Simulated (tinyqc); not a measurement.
Vacuum evaporation: vapour pressure, source flux, thickness distribution, purity and step coverage: one step, computed by the program tinyqc.

Molecular flow, unit sticking of the metal, no re-evaporation. The background gas is taken as water vapour (18.015 g/mol, collision diameter 0.37 nm) at 300 K.

Question. Offset source and rotation. Rotating wafer, source offset by s and facing upwards: thickness at radius r is the mean over the angle a of (1 + (r^2 + s^2 - 2 r s cos a)/h^2)^(-(n + 3)/2), by 360 equal steps; non-uniformity (max - min)/(max + min) over 21 radii from 0 to R.

Inputs (values chosen for the exercise, modelled on copper, with constants for the liquid):
```
quantity                         value  unit
directionality n                     2     -
source-to-wafer distance h          17    cm
wafer radius R                      10    cm
source offset from the axis s/h   0.85     -
```

Give: centre thickness relative to an axial source; edge over centre, rotating; non-uniformity, rotating.

Answer.

centre thickness relative to an axial source = 0.2568

edge over centre, rotating = 1.125

non-uniformity, rotating = 5.900 %
